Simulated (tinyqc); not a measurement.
Inside a calculation: k.p values derived from sp3s* tight binding at Gamma. Values are carried at full precision from step to step, so a last printed digit may differ when a step is redone from the rounded ones.

At Gamma the states are two-level mixtures: s-like S+ (upper) and S- (lower) from [[Esa, Vss], [Vss, Esc]], p-like P- (valence) and P+ from [[Epa, Vxx], [Vxx, Epc]], and the bare s* levels. With real k in 1/angstrom and kz = 0, the phase sums over the four bonds are g0 = 1 - (a k/4)^2/2, g1 = i a kx/4, g3 = -(a/4)^2 kx ky to second order. Each mixture is written (anion, cation) with the anion part positive. c = hbar^2/2m0. No spin-orbit coupling.

Constants: hbar^2/2m0 = 3.80998211 eV angstrom^2.

Inputs chosen for the exercise (near a published set for GaAs, fitted to gaps, whose masses and valley positions are rough; the results hold for these values, not for the real material): Esa = -8.297 eV (s level of the anion); Esc = -2.682 eV (s level of the cation); Epa = 1.042 eV (p level of the anion); Epc = 3.694 eV (p level of the cation); Vss = -6.436 eV (s-s); Vxx = 1.942 eV (px-px); a = 5.655 angstrom (lattice constant); Vsapc = 4.462 eV (s anion, p cation); Vscpa = 5.791 eV (s cation, p anion); Vxapc = 4.822 eV (s* anion, p cation); Vpaxc = 4.818 eV (p anion, s* cation); Exa = 8.673 eV (s* level of the anion); Exc = 6.725 eV (s* level of the cation); Vxy = 5.118 eV (px-py).

## States at Gamma

Solve the two blocks.

States:
```
state    E (eV)  anion part  cation part
S-     -12.5112     0.83661      0.54780
P-       0.0165     0.88428     -0.46696
S+       1.5322     0.54780     -0.83661
P+       4.7195     0.46696      0.88428
```

## Linear terms and the Kane energy

<s state|dH/dkx|x state> = i P with P = (a/4)(sa pc Vsapc + sc pa Vscpa), sa, sc and pa, pc being the parts of the two states; for s* on the anion P = (a/4) pc Vxapc, on the cation (a/4) pa Vpaxc. Ep = P^2/c for S+ to P-.

Couplings:
```
pair       P (eV angstrom)  E(first) - E(second) (eV)
S+ to P-           -7.6704                     1.5157
S+ to P+           -0.1427                    -3.1873
S- to P-            1.5015                   -12.5277
s*a to P-          -3.1833                     8.6565
s*c to P-           6.0232                     6.7085
```

Ep = 15.442 eV

The two terms of S+ to P- have the same sign and add: S+ and P- both change sign from anion to cation. An on-site momentum element between s and p, which real atoms have, is absent from this model.

## Electron mass

m0/m = [<S+|d2H/dkx^2|S+>/2 + sum P^2/(E(S+) - E(P))]/c over P- and P+, with the direct term -(a/4)^2 sa sc Vss.

parts of m0/m: direct -1.547, from P- 10.188, from P+ -0.002

mass = 0.1158 m0

The valence band supplies 118 % of m0/m; the direct term, which stands in for the free-electron 1, is -1.55. Sets of this kind were fitted to gaps and often give too heavy a mass, by up to a factor of two.

## Valence parameters L, M, N and the Luttinger values

Direct terms d0 = -(a/4)^2 pa pc Vxx, dN = -2 (a/4)^2 pa pc Vxy for P-. F = sum P^2/(E(P-) - E(s)) over S+, S-, s*a, s*c. The y state of P- couples to the z state of P+ through Q = (a/4) Vxy (pa p'c - pc p'a), primes for P+, and H1 = Q^2/(E(P-) - E(P+)). L = d0 + F, M = d0 + H1, N = dN + F + H1; g1 = -(L + 2M)/(3c), g2 = -(L - M)/(6c), g3 = -N/(6c).

d0, dN, F, Q, H1 (eV angstrom^2; Q in eV angstrom): [1.6027, 8.4479, -45.2150, 7.2356, -11.1319]

L, M, N (eV angstrom^2): [-43.612, -9.529, -47.899]

g1, g2, g3: [5.483, 1.491, 2.095]

Along [100] the masses without spin-orbit coupling are c/|L| = 0.087 (one band) and c/|M| = 0.400 (two bands).

## Checks

- Electron mass against a finite difference of the full bands: both 0.1158.
- L and M against finite differences along [100]: largest relative difference 2.4e-05.
- Lowest curvature along [111], (L + 2M + 2N)/3, against a finite difference: -52.823 against -52.821.

Run: tinyqc, `OMP_NUM_THREADS=1 python tinyqc.py 1452664 1452665 out.jsonl`; Intel(R) Xeon(R) Processor @ 2.30GHz, one thread, shared host; about 0.01 s of CPU time with all checks.
